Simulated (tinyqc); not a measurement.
Strained quantum well: band edges, subbands and transparency, step by step. Values are carried at full precision from step to step, so a last printed digit may differ when a step is redone from the rounded ones.

Growth on (001), barriers unstrained: tr(e) = e (2 - nu2), Z = b e (1 + nu2); Ec = Ev + Eg + ac tr(e), E_HH = Ev + av tr(e) + Z, E_LH = Ev + av tr(e) - Z (coupling to the split-off band left out).

Constants: hbar^2/2m0 = 3.80998211 eV angstrom^2; hc = 1239.841984 eV nm; kB = 8.617333262e-05 eV/K.

Values chosen for the exercise (near those of an InGaAs/InP well; not measured data):
- e = 0.0074 (strain in the plane)
- nu2 = 0.982 (2 C12/C11)
- Eg = 0.836 eV (unstrained gap of the well)
- Ev = -0.617 eV (its valence edge)
- ac = -6.27 eV
- av = 1.09 eV (Ev moves by av tr(e))
- b = -1.91 eV (shear potential)
- Egb = 1.351 eV (gap of the barrier)
- Evb = -0.94 eV (its valence edge)
- L = 94 angstrom (well width)
- me = 0.0472 m0 (electron mass)
- g1 = 12.58 (gamma1)
- g2 = 4.83 (gamma2)
- meb = 0.08 m0
- g1b = 5.08
- g2b = 1.6
- T = 300 K (temperature)
- Br = 1.7 x 1e-4 cm^2/s (two-dimensional radiative coefficient)

## Strained band edges and offsets

Give tr(e), Z, the edges Ec, E_HH, E_LH and the well depths against the barrier.

tr(e) = 0.00753
Z = -0.0280 eV

Ec, E_HH, E_LH (eV): 0.1718  -0.6368  -0.5808

depths for e, HH, LH (eV): 0.2392  0.3032  0.3592

The well is under tension, which puts LH on top, by 56 meV; the gap becomes 0.7525 eV, -83 meV from the unstrained one.

## Subband edges

Masses along z: me, 1/(g1 - 2 g2) for HH, 1/(g1 + 2 g2) for LH, likewise in the barrier; in the plane me, 1/(g1 + g2) for HH and 1/(g1 - g2) for LH (no mixing, which understates the hole masses away from k = 0). Level n solves k L + 2 atan[(k/m)/(kappa/mb)] = n pi, k = sqrt(m E/c), kappa = sqrt(mb (V - E)/c), c = hbar^2/2m0.

Up to three electron, four HH and two LH levels, on the common energy scale, with their masses in the plane.

Subbands:
```
level   E (eV)  m in the plane
e1      0.2116          0.0472
e2      0.3293          0.0472
lh1    -0.6221          0.1290
hh1    -0.6460          0.0574
hh2    -0.6737          0.0574
hh3    -0.7198          0.0574
lh2    -0.7551          0.1290
hh4    -0.7838          0.0574
```

lowest transition = 0.8336 eV
wavelength hc/E = 1487.3 nm

The top hole level is lh1, so the edge is mainly TM polarised; hh1 lies 24 meV lower, within kT at room temperature, so both polarisations contribute.

## Transparency density

Transparency (Bernard-Duraffourg): Fc - Fv equals the lowest transition energy with n = p, n = sum m/(2 pi c) kB T ln(1 + exp((Fc - E)/kB T)) and p likewise over the listed subbands; c = hbar^2/2m0, 1/angstrom^2 = 1e16/cm^2.

Solve for u = (Fc - e1)/kB T; give n_tr, the share of holes in the top subband and the current e Br n_tr^2 (e = 1.602177e-19 C).

u = 0.862
n_tr = 0.631 x 1e12/cm^2
share = 0.778
current density = 10.9 A/cm^2

For mirror-image bands u = 0 and n_tr = me kB T ln2/(2 pi c) = 0.353 x 1e12/cm^2; the heavier or more numerous hole states raise it by a factor 1.79.

## Checks

- Transparency for equal single subbands against m kB T ln2/(2 pi c): both 0.3743.

Computed by tinyqc, a small Python program: `OMP_NUM_THREADS=1 python tinyqc.py 1282159 1282160 out.jsonl` (the numbers bound the seed that draws the inputs); one thread of a shared host (Intel(R) Xeon(R) Processor @ 2.30GHz), about 0.01 s for the whole set of steps.
